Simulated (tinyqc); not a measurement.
# Thin-film transistor with exponential tail and deep states, accumulation layer, step by step

Computed by the program tinyqc: `OMP_NUM_THREADS=1 python tinyqc.py 2610070 2610071 out.jsonl`, one thread of a shared Intel Xeon 2.30GHz, about 0.01 s for the whole run. Printed values are rounded.

An undoped film in accumulation, thicker than the space-charge layer. With band bending psi the Fermi level lies E0 - psi below the band edge. Free electrons n = n0 exp(psi/Vt) carry the current; electrons in two exponential distributions of traps, a = a0 exp(psi/Va) and d = d0 exp(psi/Vp), do not. Linear regime, ohmic contacts, traps in equilibrium.

Parameters, values chosen for the exercise; values close to those of amorphous silicon:
- T = 290 K (temperature)
- eps_r = 11.8 (relative permittivity of the semiconductor)
- Nc = 4.8e19 cm^-3 (density of extended states)
- mb = 7 cm^2/(V s) (band mobility)
- Nt = 6e19 cm^-3 (total density of tail states)
- Tt = 360 K (characteristic temperature of the tail)
- Nd = 7.1e17 cm^-3 (total density of deep states)
- Td = 1060 K (characteristic temperature of the deep states)
- E0 = 0.44 eV (bulk Fermi level below the band edge)
- Ci = 100 nF/cm^2 (gate capacitance)
- WL = 10 (ratio W/L)
- Vd = 0.05 V (drain voltage)
- Vg = 4.3 V (gate voltage above flat band)

Constants: q = 1.602176634e-19 C, kB = 1.380649e-23 J/K, Vt = kB T/q, eps0 = 8.8541878128e-14 F/cm where lengths are in cm. Results are converted to the units shown.

Range of the model: The th form assumes a Fermi level far below the band edge; at the surface it overcounts the filled tail by a factor of about 1.8.

## Bulk densities

Va = kB Tt/q, Vp = kB Td/q; n0 = Nc exp(-E0/Vt), a0 = Nt th(T/Tt) exp(-E0/Va), d0 = Nd th(T/Td) exp(-E0/Vp), th(x) = pi x/sin(pi x).

Va = 0.03102240 V
Vp = 0.09134373 V
th(T/Tt) = 4.412189
n0 = 1.083132e12 cm^-3
a0 = 1.832637e14 cm^-3
d0 = 6.518203e15 cm^-3

## Iteration 1: surface potential by Newton steps

psi at the start = 0.44 V

Va = kB Tt/q, Vp = kB Td/q. G(psi) = sum over the three kinds of c0 [V (exp(psi/V) - 1) - psi], field F = sqrt(2 q G/(eps0 eps_r)); Vg = psi + eps0 eps_r F/Ci at the surface. f = psi + eps0 eps_r F/Ci - Vg, f' = 1 + q rho/(Ci F) with rho = sum c0 (exp(psi/V) - 1); psi(new) = psi - f/f'.

F = 1705.331 kV/cm
f = 13.95720 V
f' = 295.5650
psi after iteration 1 = 0.3927779 V

## Iteration 2: surface potential by Newton steps

As before.

F = 785.9682 kV/cm
f = 4.304527 V
f' = 134.5220
psi after iteration 2 = 0.3607792 V

## Course of the iteration: surface potential by Newton steps

Stop when psi changes by less than 1e-10 V, or after 30 iterations. psi must stay between 0 and 5 V.

Course of the iteration:
```
iteration    psi (V)  |change| (V)
1          0.3927779        0.0472
2          0.3607792        0.0320
3          0.3486745        0.0121
4          0.3473028       1.37e-3
5          0.3472872       1.56e-5
6          0.3472872       1.99e-9
7          0.3472872       < 1e-14
```

Converged in 7 iterations. At the end the number of correct digits about doubles with each step.

## Free and total charge, current

psi_s = 0.3472872 V

Va = kB Tt/q, Vp = kB Td/q. G(psi) = sum over the three kinds of c0 [V (exp(psi/V) - 1) - psi], field F = sqrt(2 q G/(eps0 eps_r)); Vg = psi + eps0 eps_r F/Ci at the surface. Total charge Q = Ci (Vg - psi_s); free charge Qf = q times the integral of n0 (exp(psi/Vt) - 1)/F over psi from 0 to psi_s; I = (W/L) mb Qf Vd; effective mobility mb Qf/Q.

surface densities (cm^-3): free 1.174970e18, tail 1.333161e19, deep 2.919492e17
Q = 395.2713 nC/cm^2
Qf = 19.98609 nC/cm^2
effective mobility = 0.3539408 cm^2/(V s)
I = 69.95132 nA

5.06 % of the induced charge is free, against 7.94 % of the electrons right at the surface.
